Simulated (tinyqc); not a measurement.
What moves the results: Kronig-Penney superlattice by transfer matrices. A value that a table varies takes the place of the one given here.

Wells (width a, potential 0, mass mw) alternate with barriers (width b, height V0, mass mb); period d = a + b; c = hbar^2/2m0. The vector (psi, psi'/m) is continuous, and a layer of thickness t carries it by M = [[cos kt, (m/k) sin kt], [-(k/m) sin kt, cos kt]] with k = sqrt(m (E - V)/c); for E < V, k = i kappa gives [[cosh, (m/kappa) sinh], [(kappa/m) sinh, cosh]] of kappa t. A Bloch state obeys cos(q d) = tr(Mb Mw)/2.

Constants: hbar^2/2m0 = 3.80998211 eV angstrom^2.

Values chosen for the exercise (near those of an InGaAs superlattice with barriers of InP; not measured data):
```
symbol  value                                   unit      meaning
a       81                                      angstrom  well width
V0      0.258                                   eV        barrier height
mw      0.041                                   m0        mass in the wells
mb      0.0832                                  m0        mass in the barriers
bs      (13.5, 20.2, 27, 35.1, 43.2, 54, 67.5)  angstrom  barrier widths
b       27                                      angstrom  barrier width
```

## Barrier width

First miniband against b. m_z = -2 c f'/d^2 with f = tr M/2 at the bottom of the band. E1 is the level of the single well, kappa1 its decay constant in the barrier.

First miniband:
```
b (angstrom)  bottom (eV)  top (eV)  W (meV)   ln W  m_z (m0)
13.5               0.0292    0.0821    52.88  3.968    0.0533
20.2               0.0368    0.0699    33.14  3.501    0.0645
27.0               0.0419    0.0627    20.78  3.034    0.0813
35.1               0.0458    0.0578    11.98  2.484     0.112
43.2               0.0481    0.0550    6.936  1.937     0.159
54.0               0.0498    0.0531    3.353  1.210     0.264
67.5               0.0508    0.0521    1.353  0.303     0.525
```

E1 = 0.0514 eV
kappa1 = 0.0672 1/angstrom

How do the results move?

W falls from 52.9 to 1.35 meV, and both edges close in on E1. The slope of ln W is -0.0697 per angstrom over the first two rows and -0.0672 over the last two, against -kappa1 = -0.0672: the width follows one power of the tunnelling amplitude once the wells couple weakly. m_z grows by a factor 9.8.

## From one barrier to a miniband

Transmission through N barriers separated by wells, between leads of the well material: T = 4/[(M11 + M22)^2 + (u M12 - M21/u)^2] with u = k/mw and M the product over all layers; twelve evenly spaced energies around the first miniband.

Transmission:
```
E (eV)    tr M/2 of a period   N = 1    N = 2     N = 4     N = 8
0.032580               2.301  0.0623  0.00313  8.54e-06  6.39e-11
0.036358               1.741  0.0684  0.00602  5.90e-05  5.84e-09
0.040135               1.228  0.0743   0.0131  0.000817  4.01e-06
0.043913               0.759  0.0800   0.0364     0.289     0.101
0.047691               0.331  0.0856    0.176    0.0805     0.316
0.051468              -0.057  0.0911    0.886     0.663     0.341
0.055246              -0.408  0.0964    0.138    0.0826     0.652
0.059024              -0.724   0.102   0.0512     0.854     0.597
0.062801              -1.007   0.107   0.0286   0.00694   0.00142
0.066579              -1.258   0.112   0.0195   0.00106  3.76e-06
0.070357              -1.480   0.117   0.0148  0.000329  1.72e-07
0.074134              -1.675   0.121   0.0122  0.000145  2.10e-08
```

What can be read from the table?

5 of the energies lie in the miniband (|tr M/2| <= 1); there T for N = 8 runs between 0.101 and 0.652. In the gaps it falls with N: at E = 0.0741 eV from 0.000145 (N = 4) to 2.1e-08 (N = 8), a slope of ln T of -2.21 a period, against -2 arccosh|tr M/2| = -2.21.

## What each parameter does

Bottom and width of the first miniband, the gap above it, and m_z = -2 c f'/d^2 with f = tr M/2. Each row changes one parameter from the base and keeps the others.

Results:
```
case             bottom (eV)  width (meV)  gap (meV)  m_z (m0)
base                  0.0419         20.8      119.5    0.0813
a = 89 angstrom       0.0376         17.4      107.2    0.0830
b = 23 angstrom       0.0392         27.3      112.2    0.0707
V0 = 0.297 eV         0.0457         18.3      130.2    0.0891
mw = 0.0369 m0        0.0430         22.4      127.5    0.0756
mb = 0.0957 m0        0.0411         17.7      123.1    0.0926
```

How do the results move?

The largest shifts from the base row, up to three for each result and ties (the steps differ in size, so this ranks the rows, not the parameters). bottom (eV): a -0.0043, V0 +0.0037, b -0.0028. width (meV): b +6.5, a -3.3, mb -3.1. gap (meV): a -12.3, V0 +10.7, mw +8.0. m_z (m0): mb +0.0113, b -0.0106, V0 +0.0078.

tinyqc: `OMP_NUM_THREADS=1 python tinyqc.py 1252774 1252775 out.jsonl`; about 0.06 s, one thread, shared Intel(R) Xeon(R) Processor @ 2.30GHz.
